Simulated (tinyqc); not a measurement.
Reverse leakage of an n+-p junction: diffusion, generation, trap-assisted and band-to-band tunnelling: two steps of the calculation.

One-sided abrupt junction in the depletion approximation, x from the junction (0) to W on the p side, field F = F0 (1 - x/W). Flat quasi-Fermi levels, long p side. Traps generate through SRH with both lifetimes shortened by 1 + Gamma (Hurkx enhancement, form for moderate fields); band-to-band generation is local and needs a total bending above Eg.

Parameters, values chosen for the exercise; band and dielectric values close to those of In0.53Ga0.47As:

| symbol | value | unit | meaning |
|---|---|---|---|
| T | 300 | K | temperature |
| Eg | 0.753 | eV | band gap |
| eps_r | 14 |  | relative permittivity |
| Nc | 2.13e17 | cm^-3 | conduction-band density of states at T |
| Nv | 7.64e18 | cm^-3 | valence-band density of states at T |
| Na | 3.4e16 | cm^-3 | acceptor density of the lighter side |
| Nd | 1e19 | cm^-3 | donor density of the heavier side |
| tau | 3e-9 | s | SRH lifetime of both carriers at zero field |
| Et | 0 | eV | trap level above the intrinsic level |
| mt | 0.046 | m0 | tunnelling mass |
| Dn | 3.9 | cm^2/s | electron diffusion coefficient on the lighter side |
| Ab | 2.5e16 | cm^-0.5 V^-2.5 s^-1 | band-to-band prefactor |
| Bb | 6.47e6 | V/cm | band-to-band field constant |
| VR | 1 | V | reverse bias |

Constants: q = 1.602176634e-19 C, kB = 1.380649e-23 J/K, hbar = 1.054571817e-34 J s, m0 = 9.1093837015e-31 kg, Vt = kB T/q, eps0 = 8.8541878128e-14 F/cm where lengths are in cm. Results are converted to the units shown.

Question 1. Field, scales and diffusion current. ni = sqrt(Nc Nv) exp(-Eg/(2 Vt)), Eg in volts; Vbi = Vt ln(Na Nd/ni^2); W = sqrt(2 eps0 eps_r (Vbi + VR)/(q Na)); F0 = 2 (Vbi + VR)/W; FG = sqrt(24 mt m0 (kB T)^3)/(q hbar); J_diff = q ni^2 sqrt(Dn/tau)(1 - exp(-VR/Vt))/Na.

Find: ni; Vbi; W; F0; FG; J_diff.

Answer 1.

ni = 6.0369e11 cm^-3
Vbi = 0.71252 V
W = 279.18 nm
F0 = 122.68 kV/cm
FG = 158.22 kV/cm
J_diff = 6.1920e-8 A/cm^2

Question 2. Generation rates across the layer. u = (Vbi + VR)(1 - x/W)^2, p = Na exp(-u/Vt), n = Nd exp((u - Vbi - VR)/Vt); G0 = ni^2 (1 - exp(-VR/Vt))/(tau (n + p + 2 ni cosh(Et/Vt))); Gamma = 2 sqrt(3 pi)(F/FG) exp((F/FG)^2); trap-assisted part G0 Gamma; G_bb = Ab F^2.5 exp(-Bb/F) with F in V/cm, zero unless Vbi + VR > Eg. 14 equal steps.

ni = 6.0369122e11 cm^-3
Vbi = 0.71252238 V
W = 279.17521 nm
F0 = 122.68442 kV/cm
FG = 158.21559 kV/cm

Wanted: x; F; Gamma; G0; G0 Gamma; G_bb.

Answer 2.

```
point,x (nm),F (kV/cm),Gamma,G0 (cm^-3 s^-1),G0 Gamma (cm^-3 s^-1),G_bb (1e6 cm^-3 s^-1)
0,0.0,122.7,8.686,1.215e13,1.055e14,1.646
1,19.9,113.9,7.425,1.115e17,8.276e17,0.024
2,39.9,105.2,6.348,8.434e19,5.354e20,0.000
3,59.8,96.4,5.422,1.006e20,5.455e20,0.000
4,79.8,87.6,4.622,1.006e20,4.650e20,0.000
5,99.7,78.9,3.924,1.006e20,3.948e20,0.000
6,119.6,70.1,3.311,1.006e20,3.331e20,0.000
7,139.6,61.3,2.767,1.004e20,2.779e20,0.000
8,159.5,52.6,2.279,8.777e19,2.000e20,0.000
9,179.5,43.8,1.836,1.432e19,2.629e19,0.000
10,199.4,35.1,1.429,7.909e17,1.130e18,0.000
11,219.4,26.3,1.049,7.477e16,7.842e16,0.000
12,239.3,17.5,0.6886,1.381e16,9.507e15,0.000
13,259.2,8.8,0.3411,5.009e15,1.709e15,0.000
14,279.2,0.0,0,3.573e15,0,0.000
```

Range of the model: The n+ side is degenerate, so Vbi from Boltzmann statistics is only a guide.

Computed by the program tinyqc: `OMP_NUM_THREADS=1 python tinyqc.py 2290011 2290012 out.jsonl`, one thread of a shared Intel Xeon 2.30GHz, about 0.01 s for the whole run.
